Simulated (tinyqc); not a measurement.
Phonon-assisted absorption at an indirect gap: one step. Quantum efficiency of a diode. Five cases, with inputs chosen for the exercise.

Task: Evaluate the factors; 1 micrometre = 1e-4 cm.

Photodiode (Gaertner form with a dead layer): QE = (1 - R) exp(-alpha xj) [1 - exp(-alpha W)/(1 + alpha L)], R = ((nr - 1)/(nr + 1))^2; responsivity = QE/E in A/W for E in eV.

Case 1.

Values chosen (loosely those of GaP at room temperature; Eg is not tied to T; shifted at random, so the results belong to these values and not to a real crystal): E = 2.412 eV (photon energy); nr = 3.39 (refractive index); xj = 0.29 micrometre (dead layer at the surface); W = 24 micrometre (depleted width); L = 21 micrometre (minority diffusion length below it).

alpha = 273.338 1/cm

Case 2.

Values chosen (loosely those of Si at room temperature; Eg is not tied to T; shifted at random, so the results belong to these values and not to a real crystal): E = 1.576 eV (photon energy); nr = 3.61 (refractive index); xj = 0.36 micrometre (dead layer at the surface); W = 7.9 micrometre (depleted width); L = 19 micrometre (minority diffusion length below it).

alpha = 877.645 1/cm

Case 3.

Values chosen (loosely those of AlAs at room temperature; Eg is not tied to T; shifted at random, so the results belong to these values and not to a real crystal): E = 2.228 eV (photon energy); nr = 3.07 (refractive index); xj = 0.1 micrometre (dead layer at the surface); W = 9.4 micrometre (depleted width); L = 33 micrometre (minority diffusion length below it).

alpha = 125.067 1/cm

Case 4.

Values chosen (loosely those of Si at room temperature; Eg is not tied to T; shifted at random, so the results belong to these values and not to a real crystal): E = 1.211 eV (photon energy); nr = 3.64 (refractive index); xj = 0.056 micrometre (dead layer at the surface); W = 17 micrometre (depleted width); L = 10 micrometre (minority diffusion length below it).

alpha = 63.2192 1/cm

Case 5.

Values chosen (loosely those of AlAs at room temperature; Eg is not tied to T; shifted at random, so the results belong to these values and not to a real crystal): E = 2.629 eV (photon energy); nr = 3.09 (refractive index); xj = 0.21 micrometre (dead layer at the surface); W = 5.5 micrometre (depleted width); L = 2.2 micrometre (minority diffusion length below it).

alpha = 1215.53 1/cm

Give: passes the dead layer; collected share; QE; responsivity.

Result:

Case 1.

passes the dead layer = 0.9921
collected share = 0.6703
QE = 0.4679
responsivity = 0.1940 A/W

Without diffusion from below the collected share would be 0.4811.

Case 2.

passes the dead layer = 0.9689
collected share = 0.8126
QE = 0.5350
responsivity = 0.3394 A/W

Without diffusion from below the collected share would be 0.5001.

Case 3.

passes the dead layer = 0.9988
collected share = 0.3707
QE = 0.2744
responsivity = 0.1232 A/W

Without diffusion from below the collected share would be 0.1109.

Case 4.

passes the dead layer = 0.9996
collected share = 0.1553
QE = 0.1050
responsivity = 0.0867 A/W

Without diffusion from below the collected share would be 0.1019.

Case 5.

passes the dead layer = 0.9748
collected share = 0.5957
QE = 0.4290
responsivity = 0.1632 A/W

Without diffusion from below the collected share would be 0.4875.

Computed by tinyqc, one run a case: `OMP_NUM_THREADS=1 python tinyqc.py N N+1 out.jsonl` with N = 1681423, 1681554, 1681599, 1681660, 1681828; one thread of a shared Intel(R) Xeon(R) Processor @ 2.30GHz, about 0.01 s a run at most.
